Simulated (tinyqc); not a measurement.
Long-channel MOSFET, surface-potential model: two steps of the calculation.

n-channel transistor on a uniformly doped p-type body, gradual-channel approximation, constant mobility, Boltzmann statistics, full ionisation. Potentials are counted from the neutral body; V is the electron quasi-Fermi potential, Vsb at the source and Vsb + Vds at the drain. Charges are magnitudes per area.

Parameters, values chosen for the exercise; material values close to those of silicon:

| symbol | value | unit | meaning |
|---|---|---|---|
| T | 300 | K | temperature |
| Vfb | -0.78 | V | flat-band voltage |
| mu | 180 | cm^2/(V s) | channel mobility |
| W | 20 | um | gate width |
| L | 5 | um | gate length |
| Vsb | 0.3 | V | source-body reverse bias |
| Vgs | 0.7 | V | gate-source voltage |
| Vds | 2 | V | drain-source voltage |

Constants: q = 1.602176634e-19 C, kB = 1.380649e-23 J/K, Vt = kB T/q. Results are converted to the units shown.

Problem 1. Charges and current of the charge-sheet model. psi_0 and psi_L solve Vgs + Vsb - Vfb - psi = gamma sqrt(G) at V = Vsb and Vsb + Vds. Qi = Cox gamma [sqrt(G) - sqrt(psi - Vt)], G = psi - Vt + Vt exp((psi - 2 phiF - V)/Vt), at both ends. With U = Vgs + Vsb - Vfb: drift = mu (W/L) Cox [U (psi_L - psi_0) - (psi_L^2 - psi_0^2)/2 - (2/3) gamma ((psi_L - Vt)^1.5 - (psi_0 - Vt)^1.5)]; diffusion = mu (W/L) Vt (Qi0 - QiL).

psi_0 = 1.2180388 V
psi_L = 1.2306965 V
phiF = 0.44636266 V
Cox = 0.82102469 uF/cm^2
gamma = 0.50043402 V^0.5

Find: Qi0; QiL; drift current; diffusion current; drain current.

Solution 1.

Qi0 = 12.77 nC/cm^2
QiL = 5.297e-33 nC/cm^2
drift current = 0.05817 uA
diffusion current = 0.2376 uA
drain current = 0.2958 uA

Drift carries 19.7 % of the current. The drain end is pinched off: its charge is under 1 % of that at the source.

Problem 2. Inversion charge along the channel. The surface potential psi at channel potential V solves Vgs + Vsb - Vfb - psi = gamma sqrt(G), G = psi - Vt + Vt exp((psi - 2 phiF - V)/Vt). Charge sheet: Qi = Cox gamma [sqrt(G) - sqrt(psi - Vt)]. Pao-Sah: Qi = (Cox gamma/2) integral from 3 Vt to psi of exp((u - 2 phiF - V)/Vt)/sqrt(G(u, V)) du.

V, point 0 to 6 (V): 0.3  0.63333333  0.96666667  1.3  1.6333333  1.9666667  2.3
phiF = 0.44636266 V
Cox = 0.82102469 uF/cm^2
gamma = 0.50043402 V^0.5

Find: psi; Qi, charge sheet; Qi, Pao-Sah.

Solution 2.

```
point  psi (V)  Qi, charge sheet (nC/cm^2)  Qi, Pao-Sah (nC/cm^2)
0        1.218                       12.77                  12.91
1        1.231                    5.282e-5               5.341e-5
2        1.231                   1.328e-10              1.342e-10
3        1.231                   3.337e-16              3.374e-16
4        1.231                   8.386e-22              8.479e-22
5        1.231                   2.108e-27              2.131e-27
6        1.231                   5.297e-33              5.356e-33
```

At the source the charge-sheet charge is 1.1 % below the Pao-Sah one.

Computed by the program tinyqc: `OMP_NUM_THREADS=1 python tinyqc.py 2360002 2360003 out.jsonl`, one thread of a shared Intel Xeon 2.30GHz, about 0.03 s for the whole run.
